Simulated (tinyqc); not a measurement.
Classical Heisenberg spin chain: exact results, Metropolis, heat-bath and over-relaxation steps, and a Monte Carlo run: one step, computed by the program tinyqc.

E = -J sum_i s_i . s_(i+1) for unit vectors s_i on an open chain; K = J/(k_B T).

Question. Four single-spin steps. The given spins are first normalised. Spins 2 and 3 are updated in turn, with h = K (sum of the two neighbours). Heat bath: cos(theta) = 1 + ln(1 - r1 (1 - exp(-2 |h|)))/|h| about n = h/|h|, azimuth 2 pi r2 = phi in the frame a = n x z/|n x z|, b = n x a: s = n cos(theta) + sin(theta)(a cos(phi) + b sin(phi)); r1, r2 are the first two numbers of the row. Steps 2 and 4 are reflections, s -> 2 (s . h) h/|h|^2 - s, which keep the energy and use no random number.

Inputs (values chosen for the exercise, for a model chain of large moments): temperature T = 352 K.

Update: heat bath with over-relaxation.

four neighbouring spins (rows; components x, y, z):
```
         1        2        3
1   0.3074   0.8423  -0.4429
2   0.0036  -0.1761   0.9844
3  -0.9786  -0.1623   0.1263
4   0.4253  -0.1907   0.8847
```

random numbers, one row a step:
```
        1       2       3
1  0.7735  0.4924  0.9988
2  0.8021  0.3499  0.1947
3  0.7343  0.9950  0.8698
4  0.0459  0.9383  0.0876
```

K = 1.186826

Give: the table «Steps» with the columns |h|, h . s before, h . s after, move, x, y, z.

Answer.

Steps:

| spin | \|h\| | h . s before | h . s after | move | x | y | z |
|---|---|---|---|---|---|---|---|
| 2 | 1.1946 | -0.5148 | -0.0180 | heat bath | -0.69017 | -0.72251 | -0.04057 |
| 3 | 1.5090 | 0.6101 | 0.6101 | reflection | 0.81020 | -0.41841 | 0.41050 |
| 2 | 1.4191 | -1.2773 | 0.2436 | heat bath | 0.51041 | -0.85953 | 0.02628 |
| 3 | 1.9890 | 1.8651 | 1.8651 | reflection | 0.23698 | -0.75692 | 0.60903 |
